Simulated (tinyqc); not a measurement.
How errors in the targets pass to the parameters: fitting sp3s* parameters to three gaps by Newton steps.

J:
```
,Esc,Vxapc,Vpaxc
Gamma,0.77334,0.00000,0.00000
X,0.00000,-0.85318,0.00000
L,0.38996,-0.27427,-0.10659
```

The gaps at Gamma, X and L of an sp3s* model are fitted with Esc, Vxapc and Vpaxc; J holds the derivatives of the gaps by these parameters at the start. The change of each parameter for +10 meV on one target is 10 J^-1, in meV.

Shifts (meV):
```
target raised,Esc,Vxapc,Vpaxc
Gamma,12.9,0.0,47.3
X,0.0,-11.7,30.2
L,0.0,0.0,-93.8
```

root sum of squares (meV): Esc 12.9, Vxapc 11.7, Vpaxc 109.3

What does the comparison show?

Independent errors of 10 meV leave Vpaxc least certain (109 meV) and Vxapc best fixed (11.7 meV). The largest single entry, 94 meV, comes from the target at L.

tinyqc: `OMP_NUM_THREADS=1 python tinyqc.py 1481052 1481053 out.jsonl`; about 0.1 s, one thread, shared Intel(R) Xeon(R) Processor @ 2.30GHz.
